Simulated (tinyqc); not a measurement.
# Electron mobility in a silicon inversion layer, empirical terms and Matthiessen rule: two studies

Inversion layer of sheet density Ns on a uniformly doped body. The mobility terms are empirical power laws with prefactors chosen for the exercise; adding their inverses (Matthiessen) is itself an approximation.

Values chosen for this exercise; material values close to those of silicon:
- T = 300 K (temperature)
- Eg = 1.11 eV (band gap)
- eps_r = 11.6 (relative permittivity of the semiconductor)
- Nc = 2.76e19 cm^-3 (conduction-band density of states at T)
- Nv = 2.67e19 cm^-3 (valence-band density of states at T)
- Nb = 1.4e18 cm^-3 (body doping)
- Vsb = 0.6 V (reverse body bias)
- eta = 0.5 (weight of the inversion charge in the effective field)
- Ap = 385 cm^2/(V s) (phonon-limited mobility at 1 MV/cm and 300 K)
- As = 1260 cm^2/(V s) (roughness-limited mobility at 1 MV/cm)
- gs = 2 (exponent of the roughness term)
- Ac = 2900 cm^2/(V s) (Coulomb prefactor)
- Nit = 2.8e11 cm^-2 (charge at the interface)
- Ns = 6.2e12 cm^-2 (inversion density)

Constants: q = 1.602176634e-19 C, kB = 1.380649e-23 J/K, Vt = kB T/q, eps0 = 8.8541878128e-14 F/cm where lengths are in cm. Results are converted to the units shown.

Each table varies one quantity; the others keep the values above.

## Effect of the charge at the interface

ni = sqrt(Nc Nv) exp(-Eg/(2 Vt)), Eg in volts; Ndep = sqrt(2 eps0 eps_r Nb (2 Vt ln(Nb/ni) + Vsb)/q); E = q (Ndep + eta Ns)/(eps0 eps_r), in MV/cm. With t = T/(300 K): muC = Ac (Ns/1e12 cm^-2) t/(Nb/1e17 cm^-3 + Nit/1e11 cm^-2), muP = Ap E^(-1/3) t^(-1.75), muS = As E^(-gs); 1/mu is the sum of the inverses.

The same in every row: E (MV/cm) = 1.3082; muP (cm^2/(V s)) = 352.03; muS (cm^2/(V s)) = 736.29.

Results:

| Nit (cm^-2) | muC (cm^2/(V s)) | mu (cm^2/(V s)) |
|---|---|---|
| 1e10 | 1275.2 | 200.68 |
| 3.2e10 | 1255.6 | 200.19 |
| 1e11 | 1198.7 | 198.68 |
| 1e12 | 749.17 | 180.71 |
| 3.2e12 | 390.87 | 147.99 |
| 1e13 | 157.72 | 94.883 |

Estimate the missing row, Nit = 3.2e11 cm^-2.

Computed row:

| Nit (cm^-2) | muC (cm^2/(V s)) | mu (cm^2/(V s)) |
|---|---|---|
| 3.2e11 | 1045.3 | 193.97 |

With this row back in the table: As Nit goes from 1e10 to 1e13 cm^-2, E stays at 1.31 MV/cm and mu falls from 201 to 94.9 cm^2/(V s). The smallest term is the phonon one in the first row and the Coulomb one in the last.

## Effect of the body doping

Same model as above.

Result of one run:

| Nb (cm^-3) | E (MV/cm) | muC (cm^2/(V s)) | muP (cm^2/(V s)) | muS (cm^2/(V s)) | mu (cm^2/(V s)) |
|---|---|---|---|---|---|
| 1e18 | 1.177 | 1405 | 364.7 | 910.2 | 219.7 |

What becomes of these results when the body doping Nb is changed from 1e18 to 4.4e16 cm^-3, all else the same?

Result of the changed run:

| Nb (cm^-3) | E (MV/cm) | muC (cm^2/(V s)) | muP (cm^2/(V s)) | muS (cm^2/(V s)) | mu (cm^2/(V s)) |
|---|---|---|---|---|---|
| 4.4e16 | 0.6211 | 5549 | 451.2 | 3266 | 370.0 |

The whole series:

| Nb (cm^-3) | E (MV/cm) | muC (cm^2/(V s)) | muP (cm^2/(V s)) | muS (cm^2/(V s)) | mu (cm^2/(V s)) |
|---|---|---|---|---|---|
| 2e16 | 0.5749 | 5993 | 463.0 | 3812 | 386.3 |
| 4.4e16 | 0.6211 | 5549 | 451.2 | 3266 | 370.0 |
| 9.7e16 | 0.6908 | 4769 | 435.5 | 2641 | 346.7 |
| 2.1e17 | 0.7927 | 3669 | 416.0 | 2005 | 314.9 |
| 4.7e17 | 0.9526 | 2397 | 391.3 | 1388 | 270.8 |
| 1e18 | 1.177 | 1405 | 364.7 | 910.2 | 219.7 |
| 2.3e18 | 1.549 | 696.9 | 332.7 | 525.0 | 157.6 |
| 5e18 | 2.074 | 340.5 | 301.9 | 292.8 | 103.5 |

As Nb goes from 2e16 to 5e18 cm^-3, E rises from 0.575 to 2.07 MV/cm and mu falls from 386 to 103 cm^2/(V s). The smallest term is the phonon one in the first row and the roughness one in the last. For Nb = 2.3e18 to 5e18 cm^-3 E passes 1.5 MV/cm, beyond the usual range of such laws.

Computed by the program tinyqc: `OMP_NUM_THREADS=1 python tinyqc.py 2510170 2510171 out.jsonl`, one thread of a shared Intel Xeon 2.30GHz, about 0.01 s for the whole run.
